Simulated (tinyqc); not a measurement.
Pinning factor and decay constant from two barriers.

Inverse problem. phiB = S (phiM - chi) + (1 - S)(Eg - E0) with S = 1/(1 + (1/S0 - 1) exp(-be ti)). Find S0, S at the given thickness and be.

Inputs (values chosen for the exercise); semiconductor values close to those of germanium; interlayer mass of the order of that in lanthanum oxide, offset chosen freely: band gap Eg = 0.638 eV; electron affinity chi = 4.06 eV; charge-neutrality level above the valence band E0 = 0.092 eV; metal work function phiM = 3.98 eV.

phiB at ti = 0, 0.3 nm (eV): [0.5147, 0.41757885]

Answer. Each barrier gives its S by linear interpolation between the pinned and the unpinned value; the ratio of the two values of 1/S - 1 is exp(be ti).

S0 = 0.0500
S = 0.205
be = 5.30 1/nm

Program tinyqc, `OMP_NUM_THREADS=1 python tinyqc.py 2270140 2270141 out.jsonl`; Intel Xeon 2.30GHz, shared host, one thread, about 0.03 s.
